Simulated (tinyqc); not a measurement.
# From one set of inputs to another, one input at a time

Model: equilibrium and kinetic segregation of a solute to boundaries and growing surfaces. Computed by tinyqc, a small Python program. Command: `OMP_NUM_THREADS=1 python tinyqc.py 3022954 3022955 out.jsonl segreg ladder`. One thread of a shared host (Intel(R) Xeon(R) Processor @ 2.30GHz), about 0.02 s of CPU time with the checks.

The inputs printed are set A. Set A is modelled on a solute in a copper line; the values taken over come from a set modelled on arsenic in polycrystalline silicon. Inputs not listed in the table keep their values of set A, so the rows need not describe a real material.

Inputs (values chosen for the exercise, modelled on a solute in a copper line):
```
quantity,value,unit
segregation energy Q,0.516,eV
interaction z w (positive attracts),0.28,eV
total solute fraction x0,0.0031,-
temperature T,1100,K
grain size d,780,nm
boundary thickness delta,0.75,nm
atomic volume Omega,11.81,angstrom^3
clean boundary energy gamma_0,0.81,J/m^2
exchange barrier E_b,1.95,eV
surface segregation energy E_s,0.47,eV
growth temperature T_g,820,K
growth rate,0.17,monolayers/s
```

Isotherm: Fowler-Guggenheim.

Constants: k_B = 8.617333262e-05 eV/K; 1 eV/angstrom^2 = 16.02176634 J/m^2.

Method:
- With theta the solute fraction on boundary sites and x that in the grains, theta/(1 - theta) = [x/(1 - x)] exp[(Q + z w theta)/(k_B T)].
- Finite grains: boundary sites are the fraction f = 3 delta/d, and x0 = (1 - f) x + f theta; solve both equations for theta; share at boundaries = f theta/x0.
- Gibbs adsorption for this isotherm in a dilute matrix: gamma = gamma_0 + Gam_0 [k_B T ln(1 - theta) + z w theta^2/2], Gam_0 = delta/Omega sites per area.
- Two-state exchange during growth, dilute: jump up r_u = nu exp(-E_b/(k_B T_g)), jump back r_d = r_u exp(-E_s/(k_B T_g)), nu = 1e13 1/s. In the time 1/R of one monolayer the share carried up is p = [r_u/(r_u + r_d)] [1 - exp(-(r_u + r_d)/R)]; the tail decays as p^n, length -1/ln p monolayers; the equilibrium limit has p = r_u/(r_u + r_d).

Each row keeps all changes above it:
```
input moved,from,to,fraction x left in the grains,boundary energy gamma (J/m^2),decay length (monolayers)
set A,-,-,0.0011957,0.38873,774.34
exchange barrier E_b (eV),1.95,1.68,0.0011957,0.38873,774.34
boundary thickness delta (nm),0.75,0.65,0.0013133,0.39073,774.34
surface segregation energy E_s (eV),0.47,0.4,0.0013133,0.39073,287.86
total solute fraction x0,0.0031,0.00066,0.0003860,0.72754,287.86
growth temperature T_g (K),820,640,0.0003860,0.72754,30.97
grain size d (nm),780,61,0.0000765,0.79495,30.97
interaction z w (positive attracts) (eV),0.28,0.12,0.0000786,0.79477,30.97
```

Where does the difference come from?

Fraction x left in the grains goes from 0.00120 to 7.86e-5, a factor 0.0657 in all. The largest single move comes from grain size d (a factor 0.198). Boundary energy gamma goes from 0.389 to 0.795, a factor 2.04 in all. The largest single move comes from total solute fraction x0 (a factor 1.86). Decay length goes from 774 to 31.0, a factor 0.0400 in all. The largest single move comes from growth temperature T_g (a factor 0.108). The single moves hold for this order of the switches; the total does not depend on the order.

Caution (rows boundary thickness delta, surface segregation energy E_s): near saturation a single segregation energy is a poor picture.

Extremes, crossings and ranges named in words are read from the listed rows.
